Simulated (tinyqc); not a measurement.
From results back to parameters: six-band k.p model of the valence band of a wurtzite crystal.

Problem. In the quasi-cubic model the splittings of an unstrained wurtzite crystal obey (E1 - E2) + (E1 - E3) = Dcr + Dso and (E1 - E2)(E1 - E3) = (2/3) Dcr Dso. The two splittings are given, and it is known that Dcr < Dso.

E1 - E2, E1 - E3 (meV): 15.2280  77.3720

Find: sum; product; Dcr; Dso.

Solution. Dcr and Dso are the roots of t^2 - S t + (3/2) P = 0; the energies alone cannot tell which is which, since the formulas are symmetric in the two.

sum = 92.60 meV
product = 1178.2 meV^2
Dcr = 26.9 meV
Dso = 65.7 meV

(tinyqc, `OMP_NUM_THREADS=1 python tinyqc.py 1080546 1080547 out.jsonl`, Intel(R) Xeon(R) Processor @ 2.30GHz, 1 thread, shared host, about 0.01 s.)
